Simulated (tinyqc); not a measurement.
# Electron continuity equation in a given potential, Scharfetter-Gummel discretisation, step by step

Numbers from tinyqc (`OMP_NUM_THREADS=1 python tinyqc.py 2220022 2220023 out.jsonl`; about 0.01 s on one thread of a shared Intel Xeon 2.30GHz). Printed values are rounded.

Steady state in one dimension: J = q mu n E + q D dn/dx with E = -dpsi/dx and D = mu Vt, dJ/dx = 0, fixed densities nL and nR at the ends. The potential is given, psi = 0 for x < L/2 and U (2 x/L - 1) beyond, and is not changed by the electrons.

Values chosen for this exercise; mobility close to that of silicon at room temperature:

| symbol | value | unit | meaning |
|---|---|---|---|
| T | 250 | K | temperature |
| mu | 1360 | cm^2/(V s) | electron mobility |
| L | 0.78 | um | length of the region |
| nL | 3.8e13 | cm^-3 | density at x = 0 |
| nR | 0 | cm^-3 | density at x = L |
| U | -0.18 | V | potential difference psi(L) - psi(0) |

Constants: q = 1.602176634e-19 C, kB = 1.380649e-23 J/K, Vt = kB T/q. Results are converted to the units shown.

## Potential on the mesh

10 equal intervals, h = L/10; psi = 0 for x < L/2 and U (2 x/L - 1) beyond.

psi, node 0 to 10 (V): 0.000000  0.000000  0.000000  0.000000  0.000000  0.000000  -0.036000  -0.072000  -0.108000  -0.144000  -0.180000

## Bernoulli factors

d_i = (psi_(i+1) - psi_i)/Vt; B(d) = d/(exp(d) - 1), B(0) = 1. The flux on interval i is J_i = (q D/h) [n_(i+1) B(d_i) - n_i B(-d_i)].

```
interval       d_i   B(d_i)   B(-d_i)
0          0.00000        1         1
1          0.00000        1         1
2          0.00000        1         1
3          0.00000        1         1
4          0.00000        1         1
5         -1.67105  2.05807  0.387019
6         -1.67105  2.05807  0.387019
7         -1.67105  2.05807  0.387019
8         -1.67105  2.05807  0.387019
9         -1.67105  2.05807  0.387019
```

The largest |d_i| is 1.67, below 2, so central differences would also keep densities positive.

## Tridiagonal system for the inner nodes

Row i (1 to 9): B(-d_(i-1)) n_(i-1) + b_i n_i + B(d_i) n_(i+1) = f_i with b_i = -B(-d_i) - B(d_(i-1)) and f_i = 0; the known end values are moved to the right: f_1 loses B(-d_0) nL and f_9 loses B(d_9) nR. h = L/10, D = mu Vt.

```
node  diagonal b  right side f (cm^-3)
1             -2               -3.8e13
2             -2                     0
3             -2                     0
4             -2                     0
5       -1.38702                     0
6       -2.44509                     0
7       -2.44509                     0
8       -2.44509                     0
9       -2.44509                     0
```

## Densities and current

B(d_i) and B(-d_i) are the Bernoulli factors of the potential steps, b and f the diagonal and right side. Solve B(-d_(i-1)) n_(i-1) + b_i n_i + B(d_i) n_(i+1) = f_i (end values already in f), then J_i = (q D/h) [n_(i+1) B(d_i) - n_i B(-d_i)], h = L/10, D = mu Vt.

n, node 0 to 10 (cm^-3): 3.8e13  3.79851e13  3.79702e13  3.79553e13  3.79404e13  3.79255e13  7.12462e12  1.33254e12  2.43340e11  3.85168e10  0
J, interval 0 to 9 (in units of 1e-3 A/cm^2): -8.97119  -8.97119  -8.97119  -8.97119  -8.97119  -8.97119  -8.97119  -8.97119  -8.97119  -8.97119

Without sources J is the same on every interval. A mesh 200 times finer gives the same densities: for a potential that is linear on each interval and no sources the scheme is exact.
